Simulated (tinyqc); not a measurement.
Three-band (Emery) model of a CuO2 plane downfolded to one band: sweeps and comparisons. A value that a table varies takes the place of the one given here.

Electron picture, d at 0 and the oxygen p orbitals at -D; sx = sin(kx a/2), sy = sin(ky a/2). H = [[0, 2 tpd sx, -2 tpd sy], [., -D, -4 tpp sx sy], [., ., -D]], real and symmetric. The top (antibonding) band crosses the Fermi level.

One-band form E = e0 - 2t (cos kx + cos ky) - 4t' cos kx cos ky - 2t'' (cos 2kx + cos 2ky) - 4t''' (cos 2kx cos ky + cos kx cos 2ky), k in 1/a. Each hopping is minus the mean of E cos(m kx) cos(n ky) over a 12 x 12 mesh, k = (j + 1/2) 2 pi/12.

Values chosen for the exercise (out of a larger set: of the size used for cuprate planes; not measured data):

| symbol | value | unit | meaning |
|---|---|---|---|
| D | 2.7 | eV | ed - ep |
| tpd | 1.41 | eV | d-p hopping |
| tpp | 0.75 | eV | p-p hopping |

## Ways to reach one band

e0, t, t', t'', t''' (eV): 2.11088  0.51171  -0.03699  0.04477  -0.00147

k in pi/a. Second order: 4 tpd^2 (sx^2 + sy^2)/D. Downfolded at a fixed energy: h(E0) = V (E0 - H_pp)^-1 V^T at E0 = the exact level at (1/2,1/2), then linearised, E = E0 + Z (h(E0) - E0), Z = 1/(1 + |(E0 - H_pp)^-1 V^T|^2). Fourier: all four hoppings.

Top band (eV):

| k | exact | second order | linearised | Fourier |
|---|---|---|---|---|
| (0,0) | 0.0000 | 0.0000 | 0.0000 | 0.0447 |
| (1/2,0) | 1.0580 | 1.4727 | 1.0029 | 1.0816 |
| (1,0) | 1.7765 | 2.9453 | 1.7626 | 1.7838 |
| (1,1/2) | 3.1502 | 4.4180 | 3.0322 | 3.1402 |
| (1,1) | 4.1409 | 5.8907 | 3.4205 | 4.1149 |
| (3/4,3/4) | 3.6155 | 5.0280 | 3.2854 | 3.6322 |
| (1/2,1/2) | 2.2831 | 2.9453 | 2.2831 | 2.2899 |
| (1/4,1/4) | 0.7688 | 0.8627 | 0.6921 | 0.7375 |

What does this show, and why?

The band is 4.141 eV wide; second order gives 5.891, a factor 1.42, since 2 tpd/D = 1.04 is not small. It also leaves out tpp, which widens the exact band and so lowers this factor; with 4 tpp above D an oxygen level passes the d level at (1,1), where the expansion has no meaning. Linearising about the Fermi region is exact at (1/2,1/2), off by 13.9 meV at (1,0) and 720 meV at worst, far from E0. The four Fourier hoppings err by at most 45 meV, at (0,0).

## What sets t'/t

tpp is varied; points are in units of pi/a. E(1,0) is the saddle point; the filling is the share of a 40 x 40 mesh, k = (j + 1/2) 2 pi/40, below the saddle energy, times two.

One-band values:

| tpp (eV) | t (eV) | t' (eV) | t'' (eV) | t'/t | E(1,0) - E(1/2,1/2) (eV) | electrons at the saddle |
|---|---|---|---|---|---|---|
| 0.05 | 0.3466 | 0.0353 | 0.0227 | 0.102 | -0.0287 | 0.950 |
| 0.20 | 0.3767 | 0.0220 | 0.0271 | 0.059 | -0.1190 | 0.935 |
| 0.35 | 0.4096 | 0.0076 | 0.0317 | 0.019 | -0.2156 | 0.885 |
| 0.50 | 0.4454 | -0.0080 | 0.0365 | -0.018 | -0.3188 | 0.845 |
| 0.65 | 0.4842 | -0.0250 | 0.0414 | -0.052 | -0.4291 | 0.825 |
| 0.80 | 0.5260 | -0.0432 | 0.0465 | -0.082 | -0.5467 | 0.770 |

What does this show, and why?

t'/t goes from 0.102 to -0.082. With tpp = 0 the band depends on sx^2 + sy^2 alone and the line through the saddle is a nested square, whatever t' says: terms in (cos kx + cos ky)^2 bring t' and t'' in the ratio two to one, higher powers alter it (first row: 0.0353 and 0.0227 eV), so t' - 2t'', which goes from -0.0100 to -0.1362 eV, measures the rounding. Oxygen hopping lowers the saddle against (1/2,1/2), by 0.547 eV in the last row, so the van Hove filling moves from 0.95 to 0.77 electrons (mesh values, coarse by a few hundredths; the nested square holds exactly 1) and the half-filled Fermi line closes around (1,1).

## What each parameter does

Top band at (1,1), (1,0) and (1/2,1/2) in pi/a, and its d weight at (1/2,1/2). Each row changes one parameter from the base and keeps the others.

Results:

| case | E(1,1) (eV) | E(1,0) (eV) | E(1/2,1/2) (eV) | d weight |
|---|---|---|---|---|
| base | 4.1409 | 1.7765 | 2.2831 | 0.6041 |
| D = 2.97 eV | 4.0031 | 1.7021 | 2.1792 | 0.6261 |
| tpd = 1.551 eV | 4.5395 | 2.0330 | 2.5595 | 0.5950 |
| tpp = 0.675 eV | 3.9881 | 1.7765 | 2.2247 | 0.6164 |

What can be read from the table?

The largest shifts from the base row, up to three for each result and ties (the steps differ in size, so this ranks the rows, not the parameters). E(1,1) (eV): tpd +0.3986, tpp -0.1528, D -0.1378. E(1,0) (eV): tpd +0.2565, D -0.0744; unchanged at the printed digits by tpp. E(1/2,1/2) (eV): tpd +0.2764, D -0.1039, tpp -0.0585. d weight: D +0.0221, tpp +0.0123, tpd -0.0091. At (1,0) sy = 0, so tpp does not enter.

tinyqc: `OMP_NUM_THREADS=1 python tinyqc.py 1482119 1482120 out.jsonl`; about 0.02 s, one thread, shared Intel(R) Xeon(R) Processor @ 2.30GHz.
